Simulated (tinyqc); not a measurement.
Band offset from the macroscopic average of a supercell potential: one step. The potential line-up. Two cases, with inputs chosen for the exercise.

Task: Read the macroscopic average in the middle of each region, j = 15 and j = 47, and its slope in A by a central difference over two points each way.

Give: plateau in A; plateau in B; dV = B - A; slope in A.

Case 1.

Values chosen (out of a larger set: gaps near those of GaAs and Ge; not measured data): h = 0.25 angstrom (grid step).

macroscopic average (eV): -8.85742  -9.50856  -10.11289  -10.64548  -11.02270  -11.23729  -11.34363  -11.39351  -11.41911  -11.42799  -11.42977  -11.42997  -11.42999  -11.43000  -11.43000  -11.43000  -11.43000  -11.43000  -11.42998  -11.42995  -11.42975  -11.42835  -11.42267  -11.40271  -11.33200  -11.17128  -10.89363  -10.45171  -9.85166  -9.17472  -8.47500  -7.77528  -7.09834  -6.49829  -6.05637  -5.77872  -5.61800  -5.54729  -5.52733  -5.52165  -5.52025  -5.52005  -5.52002  -5.52000  -5.52000  -5.52000  -5.52000  -5.52000  -5.52000  -5.52000  -5.52000  -5.52000  -5.52001  -5.52002  -5.52006  -5.52016  -5.52101  -5.52738  -5.55673  -5.67037  -5.90050  -6.24522  -6.75195  -7.41562  -8.14625

Result:

plateau in A = -11.430 eV
plateau in B = -5.520 eV
dV = B - A = 5.910 eV
slope in A = 0.000 eV/angstrom

The plateaus are flat, so the line-up is well defined.

Case 2.

Values chosen (out of a larger set: gaps near those of Si and SiO2; not measured data): h = 0.35 angstrom (grid step).

macroscopic average (eV): -7.46196  -7.66136  -7.85266  -8.03160  -8.16711  -8.23378  -8.26046  -8.27836  -8.29195  -8.30293  -8.31273  -8.32220  -8.33165  -8.34110  -8.35055  -8.36000  -8.36945  -8.37890  -8.38835  -8.39780  -8.40724  -8.41650  -8.42464  -8.43009  -8.43284  -8.42402  -8.36923  -8.24276  -8.06988  -7.88093  -7.67774  -7.47204  -7.27598  -7.09224  -6.95198  -6.88132  -6.85536  -6.84056  -6.82846  -6.81905  -6.81076  -6.80265  -6.79455  -6.78645  -6.77835  -6.77025  -6.76215  -6.75405  -6.74595  -6.73785  -6.72975  -6.72165  -6.71355  -6.70545  -6.69735  -6.68924  -6.68116  -6.67479  -6.67582  -6.68192  -6.69798  -6.76011  -6.89404  -7.07378  -7.26430

Result:

plateau in A = -8.360 eV
plateau in B = -6.754 eV
dV = B - A = 1.606 eV
slope in A = -0.027 eV/angstrom

The average is tilted: the interfaces carry opposite charges, and the potential changes by -0.28 eV across A and by as much the other way across B. Reading both regions at their mid-points (to within half a grid step), or extrapolating both lines to one interface, removes the tilt from dV.

Computed by tinyqc, one run a case: `OMP_NUM_THREADS=1 python tinyqc.py N N+1 out.jsonl` with N = 1850094, 1850577; one thread of a shared Intel(R) Xeon(R) Processor @ 2.30GHz, about 0.01 s a run at most.
